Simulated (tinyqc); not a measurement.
Landau levels of bilayer graphene: one step. Fields of the Hall plateaus.

In a field B along z: l = 1/sqrt((e/hbar) B) is the magnetic length, n_B = B/(h/e) the number of states per area in one level, hbar wc = 2 muB B/m for mass m in m0; 1/angstrom^2 = 1e16/cm^2.

Constants: h/e = 413566.7697 T angstrom^2; e^2/h = 3.874045865e-05 S.

Values chosen for the exercise (out of a larger set: near those of bilayer graphene; not measured data): n = 7.9 x 1e11/cm^2 (electron sheet density).

Question. A plateau is centred where nu = n/n_B equals 4, 8, 12, 16, 20, 24; there rho_xy = h/(nu e^2).

Give: Plateaus.

Answer.

Plateaus:
```
nu  B (T)  1/B (1/T)  rho_xy (kohm)
4   8.168     0.1224         6.4532
8   4.084     0.2449         3.2266
12  2.723     0.3673         2.1511
16  2.042     0.4897         1.6133
20  1.634     0.6121         1.2906
24  1.361     0.7346         1.0755
```

Run: tinyqc, `OMP_NUM_THREADS=1 python tinyqc.py 1281666 1281667 out.jsonl`; Intel(R) Xeon(R) Processor @ 2.30GHz, one thread, shared host; about 0.02 s of CPU time with all checks.
